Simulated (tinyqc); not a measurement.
Charge-trap memory cell: one step of the calculation.

Channel, tunnel oxide, storage layer, blocking layer, gate. N electrons per area sit in a sheet at the centroid and shift the threshold by U = (q/eps0) N (tb/eb + xc tn/en). EOT = t1 + 3.9 (tn/en + tb/eb); tunnel field F = (Vg - U)/EOT; dN/dt = eta (J/q)(1 - N/Nm). Fowler-Nordheim: J = A F^2 exp(-B/F), A = q^2/(16 pi^2 hbar mo phi) (times 1e14 for A/cm^2 with F in V/nm, emitter mass m0), B = (4/3) sqrt(mo/C) phi^1.5, C = hbar^2/(2 m0).

Task. Retention after ten years. Retention: filled traps are spread evenly in depth from E1 to E2, and each empties at the rate nu exp(-E/kB T). The share left is the mean of exp(-nu t exp(-E/kB T)) = [kB T/(E2 - E1)] [E1x(nu t exp(-E2/kB T)) - E1x(nu t exp(-E1/kB T))], E1x the exponential integral; traps shallower than about Ed = kB T ln(nu t) are empty. t = 3.15576e8 s.

Values chosen for this exercise; oxide values close to those of silicon dioxide, storage layer close to silicon nitride, blocking layer close to aluminium oxide:
- T = 300 K (storage temperature)
- E1 = 0.87 eV (shallowest trap depth)
- E2 = 1.87 eV (deepest trap depth)
- nu = 1e12 1/s (attempt frequency)

Constants: q = 1.602176634e-19 C, kB = 1.380649e-23 J/K, Vt = kB T/q. Results are converted to the units shown.

Give: Ed; share left; loss a decade while Ed lies between E1 and E2, kB T ln 10/(E2 - E1).

Result.

Ed = 1.2202 eV
share left = 0.63484
loss a decade while Ed lies between E1 and E2, kB T ln 10/(E2 - E1) = 0.059526

Range of the model: The Fowler-Nordheim form needs F t1 above phi; trap-assisted paths and leakage through the blocking layer are left out.

Program tinyqc, `OMP_NUM_THREADS=1 python tinyqc.py 2130027 2130028 out.jsonl`; Intel Xeon 2.30GHz, shared host, one thread, about 0.07 s.
